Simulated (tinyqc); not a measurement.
Minigaps against first-order theory: band folding and unfolding in a supercell of a chain.

A chain with hopping -t and n = 6 sites a supercell. H(K) has v_j on the diagonal, -t between neighbours and -t exp(2 pi i K) on the bond that closes the cell (from the last site to the first of the next cell). The point K holds the n wave vectors k_m = (K + m)/n of the primitive zone, in 2 pi/a, m = 0 to n - 1, with E0 = -2t cos(2 pi k_m). The unfolding weight of a state c on k_m is |sum_j c_j exp(-2 pi i k_m j)|^2/n, j = 0 to n - 1.

Values chosen for the exercise: t = 1.43 eV (hopping); v = (-0.71, 0.71, -0.71, 0.71, -0.71, 0.71) eV (site energies in the supercell).

Gap i lies between minibands i and i + 1, at K = 1/2 for odd i and K = 0 for even i, where k = +/- i/(2n) are degenerate; first order gives 2|V_i|, the Fourier component V_q = (1/n) sum_j v_j exp(-2 pi i q j/n) for q equal to the number of the gap. Computed for the potential at full and at half strength.

Gaps (eV):
```
i  E0 at the crossing  2|V_i|     gap  gap at half strength
1             -2.4768  0.0000  0.0000                0.0000
2             -1.4300  0.0000  0.0000                0.0000
3              0.0000  1.4200  1.4200                0.7100
4              1.4300  0.0000  0.0000                0.0000
5              2.4768  0.0000  0.0000                0.0000
```

Halving the potential about halves gap 3, the scaling of first order. For i = 1, 2, 4 and 5 no gap opens at the printed digits. The largest miss of first order is 0 meV, at i = 1, 2, 3, 4 and 5; the potential spans 0.99 t.

tinyqc: `OMP_NUM_THREADS=1 python tinyqc.py 1481496 1481497 out.jsonl`; about 0.01 s, one thread, shared Intel(R) Xeon(R) Processor @ 2.30GHz.
